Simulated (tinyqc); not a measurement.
Worked calculation: Koster-Slater impurity in an sp3s* host. Values are carried at full precision from step to step, so a last printed digit may differ when a step is redone from the rounded ones.

sp3s* tight binding, nearest neighbours only: anion (a) at 0, cation (c) at a/4 (1,1,1), orbitals s, px, py, pz, s* on each; k in units of 2 pi/a. With phases e_j = exp(i (pi/2) k.n_j) for n = (1,1,1), (1,-1,-1), (-1,1,-1), (-1,-1,1): g0 = (e1+e2+e3+e4)/4, g1 = (e1+e2-e3-e4)/4, g2 = (e1-e2+e3-e4)/4, g3 = (e1-e2-e3+e4)/4. The diagonal holds the levels Esa, Epa, Exa (s*) and Esc, Epc, Exc. Anion-cation block: <sa|sc> = Vss g0; <sa|xc> = Vsapc g1; <xa|sc> = -Vscpa g1; <xa|xc> = Vxx g0; <xa|yc> = <ya|xc> = Vxy g3, <xa|zc> = <za|xc> = Vxy g2, <ya|zc> = <za|yc> = Vxy g1; <s*a|xc> = Vxapc g1; <xa|s*c> = -Vpaxc g1; y and z take g2 and g3 in place of g1; s-s* and s*-s* vanish.

Values chosen for the exercise (out of a larger set: near a published set for GaAs; not measured data):
```
symbol  value                                                                                           unit  meaning
p       (-8.315, 1.038, -2.664, 3.675, 8.591, 6.754, -6.452, 1.954, 5.074, 4.491, 5.795, 4.848, 4.808)  eV    order Esa, Epa, Esc, Epc, Exa, Exc, Vss, Vxx, Vxy, Vsapc, Vscpa, Vxapc, Vpaxc
N       4                                                                                                     mesh
V       7.4                                                                                             eV    shift of the p levels
```

## The gap of the host

Gaps from the top of the valence band to Gamma, to the minimum on (x,0,0) from 0.5 to 1, and to L; the smallest is Eg.

top of the valence band on the scale of the parameters = -0.0007 eV

gaps (eV): Gamma 1.5548, Delta 2.0379, L 1.7012

Eg (smallest gap of the host) = 1.5548 eV

## Where the weight lies

A defect on an anion site (a) shifts the s level there by Vs or the three p levels by Vp and leaves the rest. A level in the gap solves 1/Vs = G_s(E) (symmetry A1) or 1/Vp = G_p(E) (T2, threefold), with G(E) = (1/N^3) sum over k and bands of w/(E - e), where w is the weight of the state on the s orbital of that site, or the mean weight on its px, py, pz. Mesh: k = f1 (-1,1,1) + f2 (1,-1,1) + f3 (1,1,-1), f = (j + 1/2)/N, j = 0 to N - 1. Energies from the top of the valence band at Gamma; the s* orbital of the site is left as it is. An infinite shift removes the s or p orbitals, the model of the ideal vacancy: G(E) = 0.

For each band: mean energy over the mesh and summed weights; each column of weights adds to one.

Bands:
```
band  mean energy (eV)  s weight  p weight
1              -10.840    0.7625    0.0062
2               -6.146    0.0870    0.1352
3               -2.264    0.0041    0.2131
4               -1.809    0.0013    0.2200
5                2.183    0.1154    0.0334
6                3.027    0.0172    0.0662
7                6.524    0.0001    0.1116
8                6.934    0.0002    0.1137
9                9.493    0.0020    0.0863
10              11.409    0.0100    0.0142
```

The filled bands hold 0.855 of the s orbital and 0.575 of each p orbital of the anion. Filled states add positive terms to G in the gap and empty ones negative terms.

## Green functions across the gap

G at nine energies E = Eg j/8.

G(E) (1/eV):
```
E (eV)       G_s       G_p
0.0000   0.02970   0.23470
0.1943   0.02167   0.17728
0.3887   0.01255   0.14114
0.5830   0.00182   0.11287
0.7774  -0.01130   0.08831
0.9717  -0.02814   0.06528
1.1661  -0.05113   0.04201
1.3604  -0.08554   0.01628
1.5548  -0.14579  -0.01643
```

Both fall with E, as dG/dE = -sum w/(E - e)^2 demands. G_s changes sign, so the vacancy has a level of this symmetry in the gap. G_p changes sign, so the vacancy has a level of this symmetry in the gap.

## A first estimate from the table

A defect that shifts the p level of its anion site by V has a level where the host Green function G_p(E) equals 1/V; E is counted from the top of the valence band. Find it by linear interpolation between the two rows that bracket it.

1/V = 0.13514 1/eV
estimated level = 0.430 eV

## The level and its weight on the defect

Solve by bisection with the full sum. The weight of the bound state on the shifted orbital is G^2/(-G'), which is also dE/dV.

level = 0.4270 eV
G'(E) = -0.15360 1/eV^2
weight on the defect orbital = 0.1189

The level lies 0.427 eV above the valence band and 1.128 eV below the conduction band. Only 11.9 % of it sits on the shifted orbital, the rest on other orbitals, so a shift of 1 eV moves the level by about 119 meV.

## Checks

- Sum of the s weights over all bands against one: both 1.00000.
- First moment of the s weights against the s level of the site, on the scale of the parameters: both -8.31500.

Computed by tinyqc, a small Python program: `OMP_NUM_THREADS=1 python tinyqc.py 1450161 1450162 out.jsonl` (the numbers bound the seed that draws the inputs); one thread of a shared host (Intel(R) Xeon(R) Processor @ 2.30GHz), about 0.06 s for the whole set of steps.
